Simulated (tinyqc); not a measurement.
Comparisons within one model: Gamma, L and X subbands of a thin body with non-parabolic valleys. A value that a table varies takes the place of the one given here.

Hard walls, flat band, c = hbar^2/2m0, energies from the bulk Gamma edge. For a valley at angle theta to the normal 1/m_z = cos^2/ml + sin^2/mt and m_d = sqrt(ml mt^2/m_z). Subband n starts at E_v + e with e (1 + a e) = c (n pi/t)^2/m_z, and its density-of-states mass is taken as m_d (1 + 2 a e), without further growth at higher in-plane energy. Groups are named by valley and degeneracy.

n_i = g m/(2 pi c) kB T ln(1 + exp((EF - E_i)/kB T)), sum n_i = Ns (1e12/cm^2 = 1e-4/angstrom^2), c = hbar^2/2m0. Quantum capacitance Cq = 1602.176634 sum g m/(2 pi c) f_i in microfarad/cm^2 with f_i = 1/(1 + exp((E_i - EF)/kB T)); Cox = 34.5313/eot (one gate); C/Cox = Cq/(Cq + Cox), the centroid term left out.

Constants: hbar^2/2m0 = 3.80998211 eV angstrom^2; kB = 8.617333262e-05 eV/K.

Parameters, chosen for this exercise (near those of a thin InP channel; not measured data):
- face = 100 (surface)
- mG = 0.08 m0 (Gamma mass)
- aG = 0.6 1/eV (Gamma non-parabolicity)
- EL = 0.571 eV (L edge above Gamma)
- mL = (1.665, 0.099) m0 (L valleys (four, along <111>): ml, mt)
- EX = 0.94 eV (X edge above Gamma)
- mX = (0.898, 0.262) m0 (X valleys (three, along <100>): ml, mt)
- aS = 0.31 1/eV (non-parabolicity of L and X)
- Ns = 2.7 x 1e12/cm^2 (sheet density)
- T = 300 K (temperature)
- eot = 6 angstrom (equivalent oxide thickness)
- ts = (20, 26, 34, 45, 60, 85, 130) angstrom (thicknesses)
- t = 42 angstrom (body thickness)
- Nl = (0.5, 1, 2, 4, 7, 11, 16) x 1e12/cm^2 (sheet densities)

## Thinning the body

Lowest edge of each valley type, the lowest group, the Gamma share and C/Cox, with n = 1 to 8 of all groups.

Results:

| t (angstrom) | Gamma (eV) | L (eV) | X (eV) | lowest | Gamma share (%) | C/Cox |
|---|---|---|---|---|---|---|
| 20 | 0.795 | 1.127 | 1.041 | G1 | 100.0 | 0.592 |
| 26 | 0.528 | 0.919 | 1.001 | G1 | 100.0 | 0.564 |
| 34 | 0.338 | 0.783 | 0.976 | G1 | 100.0 | 0.538 |
| 45 | 0.207 | 0.695 | 0.961 | G1 | 100.0 | 0.516 |
| 60 | 0.122 | 0.642 | 0.952 | G1 | 100.0 | 0.499 |
| 85 | 0.063 | 0.607 | 0.946 | G1 | 100.0 | 0.494 |
| 130 | 0.027 | 0.586 | 0.942 | G1 | 100.0 | 0.560 |

From 130 down to 20 angstrom Gamma rises by 0.77 eV, L by 0.54 and X by 0.10 eV, the light Gamma mass moving most. G1 stays lowest throughout. The Gamma share stays near 100 %. C/Cox is 0.56 and 0.59 at the ends and lies between 0.49 and 0.59. Hard walls overstate the rise in the thinnest rows.

## Raising the sheet density

Fixed thickness, n = 1 to 8 of all groups; the gate overdrive above the lowest edge is (EF - E_lowest)/e + 0.1602177 Ns/Cox in volts.

Results:

| Ns (1e12/cm^2) | EF - lowest (eV) | Gamma share (%) | Cq | C/Cox | overdrive (V) |
|---|---|---|---|---|---|
| 0.5 | -0.014 | 100.0 | 2.49 | 0.302 | -0.001 |
| 1.0 | 0.010 | 100.0 | 4.08 | 0.415 | 0.038 |
| 2.0 | 0.042 | 100.0 | 5.73 | 0.499 | 0.098 |
| 4.0 | 0.093 | 100.0 | 6.67 | 0.537 | 0.204 |
| 7.0 | 0.164 | 100.0 | 6.84 | 0.543 | 0.358 |
| 11.0 | 0.257 | 100.0 | 6.87 | 0.544 | 0.563 |
| 16.0 | 0.369 | 98.6 | 8.26 | 0.589 | 0.814 |

The lowest subband is G1 n=1. At the highest density band filling takes 0.369 V of the 0.814 V overdrive. Cq grows from 2.5 to 8.3 microfarad/cm^2 while EF moves from -0.014 to +0.369 eV against the lowest edge; the Gamma share stays within 99 to 100 %.

## What each parameter does

n = 1 to 8 of all groups. Each row changes one parameter from the base and keeps the others.

Results:

| case | lowest edge (eV) | EF (eV) | Gamma share (%) | C/Cox |
|---|---|---|---|---|
| base | 0.234 | 0.294 | 100.0 | 0.521 |
| t = 36 angstrom | 0.306 | 0.363 | 100.0 | 0.533 |
| mG = 0.092 m0 | 0.206 | 0.259 | 100.0 | 0.542 |
| aG = 0.42 1/eV | 0.242 | 0.307 | 100.0 | 0.509 |
| EL = 0.621 eV | 0.234 | 0.294 | 100.0 | 0.521 |
| Ns = 4.05 x 1e12/cm^2 | 0.234 | 0.328 | 100.0 | 0.537 |
| eot = 4 angstrom | 0.234 | 0.294 | 100.0 | 0.420 |
| T = 250 K | 0.234 | 0.296 | 100.0 | 0.530 |

The largest shifts from the base row, up to three for each result and ties (the steps differ in size, so this ranks the rows, not the parameters). lowest edge (eV): t +0.073, mG -0.027, aG +0.008; unchanged at the printed digits by EL, Ns, eot and T. EF (eV): t +0.068, mG -0.035, Ns +0.033; unchanged at the printed digits by EL and eot. Gamma share (%): unchanged at the printed digits by t, mG, aG, EL, Ns, eot and T. C/Cox: eot -0.101, mG +0.021, Ns +0.016; unchanged at the printed digits by EL.

(tinyqc, `OMP_NUM_THREADS=1 python tinyqc.py 1250453 1250454 out.jsonl`, Intel(R) Xeon(R) Processor @ 2.30GHz, 1 thread, shared host, about 0.03 s.)
